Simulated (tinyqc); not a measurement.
## Absorption coefficient and reflectance from two thicknesses

Problem. With transparent contact layers the responsivity is (1 - Rf)(1 - exp(-al wi)) q lam/(h c). The second absorber is twice as thick as the first. Find al and Rf.

Values chosen for this exercise: wavelength lam = 850 nm.

Constants: q = 1.602176634e-19 C, h = 6.62607015e-34 J s, c = 299792458 m/s. Results are converted to the units shown.

responsivity for wi = 0.65 and 1.3 um (A/W): 0.31128808  0.47379471

Solution. The ratio of the responsivities is 1 + exp(-al w1), which gives al; either value then gives 1 - Rf.

al = 1.00e4 1/cm
Rf = 0.0500

Program tinyqc, `OMP_NUM_THREADS=1 python tinyqc.py 2250027 2250028 out.jsonl`; Intel Xeon 2.30GHz, shared host, one thread, about 0.01 s.
